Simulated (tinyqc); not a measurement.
MOSFET in saturation, small-signal circuit and noise: one step of the calculation.

Bias by the inversion coefficient IC = I/Ispec (charge-based model with velocity saturation; weak inversion below 0.1, strong above 10). Common-source circuit: gm, gds, Cgs, Cgd and Cj at the inner nodes, Rg in series with the gate; quasi-static, no source or drain resistance, no gate-body capacitance, no substrate network, no induced gate noise, so fmax is an upper estimate.

Question. Admittance matrix. Inner admittances at w = 2 pi f: y11 = i w (Cgs + Cgd), y12 = -i w Cgd, y21 = gm - i w Cgd, y22 = gds + i w (Cgd + Cd). Invert to Z, add Rg to Z11 and invert back to Y.

Values chosen for this exercise:
```
symbol  value  unit           meaning
f         0.3   GHz  signal frequency
```

gm = 0.044342269 mS
gds = 7.5381857e-4 mS
Cgs = 2.7935322 fF
Cgd = 2.05 fF
Cd = 2.95 fF
Rg = 24.814815 ohm

Find: inner y; Y with Rg.

Answer.

inner y (mS):
```
                  1                 2
1  0.00000+0.00913i  0.00000-0.00386i
2  0.04434-0.00386i  0.00075+0.00942i
```

Y with Rg (mS):
```
                  1                 2
1  0.00000+0.00913i  0.00000-0.00386i
2  0.04434-0.00387i  0.00075+0.00943i
```

Program tinyqc, `OMP_NUM_THREADS=1 python tinyqc.py 2150139 2150140 out.jsonl`; Intel Xeon 2.30GHz, shared host, one thread, about 0.01 s.
